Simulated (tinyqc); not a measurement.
Convergence with the mesh: density of states of one tight-binding band on the triangular lattice.

E(k) = -2 t (cos 2 pi k1 + cos 2 pi k2 + cos 2 pi (k1 + k2)); k in fractions of the reciprocal vectors, mesh k_i = j/N with j = 0 .. N-1. Densities are per cell and per spin, so the band holds one state.

Each cell of the mesh is cut along (i+1, j)-(i, j+1) into two triangles. For corner energies e1 <= e2 <= e3 and eij = ei - ej, the share of the triangle below E is n = (E - e1)^2/(e21 e31) for e1 < E < e2 and n = 1 - (e3 - E)^2/(e31 e32) for e2 < E < e3; its density of states is g = dn/dE.

Gaussian broadening: g(E) = mean over the mesh of exp(-(E - E_k)^2/(2 sigma^2))/(sigma sqrt(2 pi)), n(E) = mean of erfc((E_k - E)/(sigma sqrt 2))/2.

Parameters, chosen for this exercise:

| symbol | value | unit | meaning |
|---|---|---|---|
| t | 0.6 | eV | nearest hopping |
| E | -2.28 | eV | energy at which the density is wanted |
| sigma | 0.3 | eV | Gaussian width |

At the energy E; the plain count is the share of mesh points below E; the reference is the linear method with N = 240.

Results:

| N | points | g linear | n linear | g Gaussian | n Gaussian | n plain count |
|---|---|---|---|---|---|---|
| 4 | 16 | 0.0859 | 0.0567 | 0.0008 | 0.0626 | 0.0625 |
| 6 | 36 | 0.0957 | 0.0946 | 0.2046 | 0.1370 | 0.1944 |
| 8 | 64 | 0.0948 | 0.1002 | 0.0341 | 0.1100 | 0.1094 |
| 12 | 144 | 0.0939 | 0.1071 | 0.0857 | 0.1151 | 0.1319 |
| 16 | 256 | 0.0948 | 0.1093 | 0.0965 | 0.1132 | 0.1211 |
| 24 | 576 | 0.0954 | 0.1107 | 0.0949 | 0.1127 | 0.1059 |
| 48 | 2304 | 0.0946 | 0.1116 | 0.0949 | 0.1127 | 0.1098 |

reference n and g: 0.1119  0.0945

The linear n(E) stays within 0.002 of the reference from N = 24 on. The Gaussian g stays within 1 % of its last value from N = 24 on; it tends to the broadened curve, not the true one. At the last mesh it lies 0.000 1/eV from the reference g and the linear g 0.000. The plain count errs by -0.0021 at the last mesh.

(tinyqc, `OMP_NUM_THREADS=1 python tinyqc.py 1682026 1682027 out.jsonl`, Intel(R) Xeon(R) Processor @ 2.30GHz, 1 thread, shared host, about 0.09 s.)
